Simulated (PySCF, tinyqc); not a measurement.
Worked calculation: G0W0 on RHF in the sto-3g basis, for H4, spin multiplicity 1. The lowest restricted solution is unstable here: a spin-polarised one lies 0.0486 hartree lower (PySCF). One step of it, computed by the program tinyqc.

Task: Iteration 9 (converged): orbitals. Diagonalise F' = X^T F X, C = X C', fill 2 alpha and 2 beta electrons from the bottom; D = 2 C_occ C_occ^T. Each column has its largest component positive (the first on a tie).

converged F (hartree), order 1H 1s, 2H 1s, 3H 1s, 4H 1s:
$$\begin{pmatrix}
-0.174515 & -0.365705 & -0.102277 & 0.021521 \\
-0.365705 & -0.278495 & -0.380096 & -0.102277 \\
-0.102277 & -0.380096 & -0.278495 & -0.365705 \\
0.021521 & -0.102277 & -0.365705 & -0.174515
\end{pmatrix}$$

X, order 1H 1s, 2H 1s, 3H 1s, 4H 1s:
$$\begin{pmatrix}
1.055149 & -0.210397 & 0.039862 & -0.004755 \\
-0.210397 & 1.162954 & -0.297517 & 0.039862 \\
0.039862 & -0.297517 & 1.162954 & -0.210397 \\
-0.004755 & 0.039862 & -0.210397 & 1.055149
\end{pmatrix}$$

Give: F' = X^T F X; orbital energies; coefficients C; D after iteration 9.

Result:

F' = X^T F X (hartree):
$$\begin{pmatrix}
-0.0472 & -0.3619 & 0.0475 & 0.0269 \\
-0.3619 & 0.0187 & -0.3783 & 0.0475 \\
0.0475 & -0.3783 & 0.0187 & -0.3619 \\
0.0269 & 0.0475 & -0.3619 & -0.0472
\end{pmatrix}$$

orbital energies (hartree): MO1 -0.5472, MO2 -0.3109, MO3 0.1673, MO4 0.6338

coefficients C, order 1H 1s, 2H 1s, 3H 1s, 4H 1s:
$$\begin{pmatrix}
0.2770 & 0.5602 & 0.6996 & -0.5284 \\
0.4637 & 0.3638 & -0.4171 & 0.9826 \\
0.4637 & -0.3638 & -0.4171 & -0.9826 \\
0.2770 & -0.5602 & 0.6996 & 0.5284
\end{pmatrix}$$

D after iteration 9, order 1H 1s, 2H 1s, 3H 1s, 4H 1s:
$$\begin{pmatrix}
0.7811 & 0.6646 & -0.1507 & -0.4741 \\
0.6646 & 0.6948 & 0.1653 & -0.1507 \\
-0.1507 & 0.1653 & 0.6948 & 0.6646 \\
-0.4741 & -0.1507 & 0.6646 & 0.7811
\end{pmatrix}$$
